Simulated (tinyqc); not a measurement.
# Worked calculation: input admittance of a MOSFET at zero drain bias: distributed channel and distributed gate

tinyqc, about 0.01 s, one thread, Intel Xeon 2.30GHz (shared host): `OMP_NUM_THREADS=1 python tinyqc.py 2262211 2262212 out.jsonl` Printed values are rounded.

Source and drain grounded, strong inversion, w = 2 pi f, Cox = eps0 eox/tox. The channel is an RC line of resistance 1/(mu Cox Vo) per square fed from both ends, so one finger has the intrinsic admittance y = i w Cox L tanh(g)/g per width, g = (1/2) sqrt(i w tau), tau = L^2/(mu Vo). The vertical resistance rv/L is in series with y, the overlaps 2 i w Cov in parallel: y_t = 1/(1/y + rv/L) + 2 i w Cov. The gate strip is a line of Rsh/L per length loaded by y_t, so a finger has Y = y_t Wf tanh(k)/k, k = (Wf/sd) sqrt(y_t Rsh/L); the device has Nf Y.

Values chosen for this exercise; values of the order met in silicon radio-frequency transistors: relative permittivity of the gate insulator (close to silicon dioxide) eox = 3.9; insulator thickness tox = 5.3 nm; channel length L = 0.7 um; finger width Wf = 16 um; number of fingers Nf = 32; channel mobility mu = 190 cm^2/(V s); gate overdrive Vo = 0.38 V; sheet resistance of the gate Rsh = 18 ohm/square; vertical resistivity of the gate stack rv = 3.7 ohm um^2; number of ends at which a finger is contacted sd = 2; overlap and fringe capacitance on each side Cov = 0.38 fF/um; frequency f = 1.2 GHz.

Constants: eps0 = 8.8541878128e-14 F/cm where lengths are in cm. Results are converted to the units shown.

## Low-frequency resistances and capacitance

Low-frequency limits, with c = Cox L and ct = c + 2 Cov: R_strip = Rsh Wf/(3 sd^2 L Nf), R_ch = (c/ct)^2 L/(12 mu Cox Vo Wf Nf), R_vert = (c/ct)^2 rv/(L Wf Nf), C = ct Wf Nf.

parts (ohm): strip 1.07143, channel 1.77950, vertical 0.00758508
sum = 2.85852 ohm
C = 2724.22 fF
1/(2 pi R C) = 20.4379 GHz

The channel term is the largest, 62.3 % of the sum.

## Admittance of the channel and stack per width

tau, g, c = Cox L, y and y_t as defined.

tau = 67.8670 ps
g = 0.252909+0.252909i
c = 4.56074 fF/um
y = 1.4625+34.3124i uS/um
y_t = 1.4687+40.0421i uS/um

w tau = 0.512, and Im y is 0.998 of w c.

## Input impedance of the device

k and Y as defined; Z = 1/(Nf Y) = R + 1/(i w C); Q = |Im Z|/R; signal at the point farthest from a contact |1/cosh k|.

k = 0.184877+0.178221i
Nf Y = 1.2001+20.4567i mS
R = 2.85788 ohm
C = 2722.50 fF
Q = 17.0462
signal at the far point = 0.998432

R is 0.022 % below its low-frequency limit and C is 0.063 % below its own.
